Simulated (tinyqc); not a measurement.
# Koster-Slater impurity in a tight-binding band, by Green functions and by supercells, step by step

A worked calculation. Computed by tinyqc, a small Python program that keeps every step. Command: `OMP_NUM_THREADS=1 python tinyqc.py 3030458 3030459 out.jsonl kosterslater walk`. One thread of a shared host (Intel(R) Xeon(R) Processor @ 2.30GHz), about 0.06 s of CPU time with the checks. Intermediate numbers are printed to about 6 digits and carried at full precision; extremes and crossings named in words are read from the listed rows.

One orbital per site, e(k) = -2 t sum cos(k_i) over 3 direction(s), band from -6 t to 6 t, lattice constant 1. One site has the extra energy U. Spin is left out.

Inputs (values chosen for the exercise, for a model band):
```
quantity,value,unit
hopping t,1.8,eV
impurity potential U,12.6,eV
supercell edge N,2,sites
energy inside the band E,2.89,eV
broadening eta,0.27,eV
impurity concentration c,0.005,per site
```

Lattice: simple cubic.

Constants: hbar = 6.582119569e-16 eV s.

## The host Green function outside the band

Outside the band G0(E) = (1/pi) int_0^pi dk (2/(pi z)) K(16 t^2/z^2), z = E + 2 t cos k, K the complete elliptic integral with parameter m; 200 Gauss-Legendre points. A bound state solves 1/U = G0(E). Energies: 0.05, 0.2, 0.5, 1, 2, 4 and 8 t beyond the band edge on the side of U, rounded to four digits.

Scan on the side of U:
```
E (eV),G0 (1/eV),1/U - G0 (1/eV)
10.89,0.130245,-0.0508801
11.16,0.119783,-0.0404177
11.70,0.107707,-0.0283420
12.60,0.094735,-0.0153704
14.40,0.078295,0.0010698
18.00,0.059526,0.0198389
25.20,0.041001,0.0383636
```

G0 stays finite at the band edge, 0.252731/t in size, so binding needs |U| > 3.957 t.

## The bound state

Bisection in ln(distance from the edge) between 1e-5 t and |U| + t. Weight on the impurity site: -1/(U^2 dG0/dE), by a central difference with step min(1e-4 t, distance/30). Decay length along an axis: 1/arccosh(1 + distance/(2 t)).

level E_b = 14.2535 eV

distance from the band edge = 3.45353 eV

weight on the impurity site = 0.848243

decay length = 0.773310 sites

The state is compact: most of it sits on the impurity.

## Green function inside the band

Inside the band G0(z), z = E + i eta, comes from the chain form 1/(sqrt(y - 2t) sqrt(y + 2t)) (principal roots) at y = z + 2 t cos k + 2 t cos k', averaged over k and k' in (0, pi) with 200 Gauss-Legendre points each.

G0(E + i eta) = 0.098517-0.236990i 1/eV

## Scattering

T = U/(1 - U G0); phase shift delta = -arg(1 - U G0) in (-pi, pi]; host density of states -Im G0/pi; on the impurity -Im[G0/(1 - U G0)]/pi; lifetime of a band state hbar/(-2 c Im T).

T matrix = -0.33878-4.19220i eV

phase shift delta = -1.65143 rad

host density of states = 0.0754364 1/eV

density of states on the impurity = 0.00840526 1/eV

scattering lifetime = 15.7009 fs

The Born approximation would take Im T = U^2 Im G0 = -37.6 eV, 8.97 times the full value.

## The supercell Hamiltonian at Gamma

H_ij = -t for each bond from i to j, images included (two bonds add when N = 2); H_11 = U; sites are numbered with the last coordinate running fastest. Diagonalise.

H (eV), lower triangle (symmetric):
```
,1,2,3,4,5,6,7,8
1,12.6
2,-3.6,0.0
3,-3.6,0.0,0.0
4,0.0,-3.6,-3.6,0.0
5,-3.6,0.0,0.0,0.0,0.0
6,0.0,-3.6,0.0,0.0,-3.6,0.0
7,0.0,0.0,-3.6,0.0,-3.6,0.0,0.0
8,0.0,0.0,0.0,-3.6,0.0,-3.6,-3.6,0.0
```

levels (eV): [-10.0680, -3.6000, -3.6000, -1.1836, 3.6000, 3.6000, 8.0051, 15.8465]

## The level in the supercell

In a periodic cell of N sites along each direction with Bloch vector K, the level solves 1/U = N^-d sum_k 1/(E - e(k)), k_i = (2 pi m_i + K_i)/N, m_i = 0..N-1; the outermost root on the side of U is taken (bisection). d is the number of directions. Gamma means K_i = 0, the zone corner K_i = pi, the quarter point K_i = pi/2. The error is measured against the isolated level E_b.

level at Gamma = 15.8465 eV

level at the corner = 12.6 eV

level at the quarter point = 14.1966 eV

error at Gamma = 1.59301 eV

width between Gamma and the corner = 3.24653 eV

Images turn the level into a band 3.25 eV wide; the quarter point misses the isolated level by -0.057 eV, far less than Gamma, because the leading hopping between images averages out there.

## Convergence with cell size

Even N; errors against the isolated level E_b, set to 0 below 1e-6 t.

Error of the level (eV):
```
N,sites,Gamma,corner,quarter point
2,8,1.59301e+00,-1.65353e+00,-5.69294e-02
4,64,6.44210e-02,-5.69294e-02,-1.53445e-04
6,216,2.92691e-03,-2.77229e-03,0
8,512,1.56261e-04,-1.53445e-04,0
10,1000,9.16492e-06,-9.11275e-06,0
12,1728,0,0,0
```

The error at Gamma falls exponentially, between the last two resolved rows by exp(-1.418) per site against 1/(decay length) = 1.293; the rest is the power-law prefactor of the Green function. Gamma and the corner err in opposite directions. Among the sizes listed an error below 1 meV is first reached at N = 8 at Gamma; at the quarter point N = 4 is enough.

## Phase shift across the band

delta/pi = -arg(1 - U G0)/pi counts the states added below E (Friedel); host DOS = -Im G0/pi, DOS on the impurity = -Im[G0/(1 - U G0)]/pi; 13 evenly spaced energies from -(band edge + |U| + 2t) to +(band edge + |U| + 2t).

Across the spectrum:
```
E (eV),Re G0 (1/eV),host DOS (1/eV),DOS on the impurity (1/eV),delta/pi
-27.0,-0.038093,0.0001285,0.000059,-0.001094
-22.5,-0.046332,0.0001931,0.000077,-0.001537
-18.0,-0.059506,0.0003298,0.000108,-0.002375
-13.5,-0.085414,0.0007681,0.000178,-0.004661
-9.0,-0.142746,0.0164998,0.001998,-0.072980
-4.5,-0.159526,0.0519951,0.003910,-0.190907
0.0,0.000000,0.0768224,0.007497,-0.398871
4.5,0.159526,0.0519951,0.009892,-0.645217
9.0,0.142746,0.0164998,0.015502,-0.781790
13.5,0.085414,0.0007681,0.114078,-0.879171
18.0,0.059506,0.0003298,0.005254,-0.016594
22.5,0.046332,0.0001931,0.001115,-0.005846
27.0,0.038093,0.0001285,0.000475,-0.003114
```

delta/pi starts and ends near zero (-0.001 and -0.003): the impurity moves states but creates none. delta/pi is negative in the band, down to -0.88 among these rows (-1 just below the level for small eta), and the lost state returns at the level above the band (14.254 eV).

Checks made by the program: G0 at the level by a direct sum over directions (relative difference below 1e-10); diagonalisation against the k sum (relative difference below 1e-10).
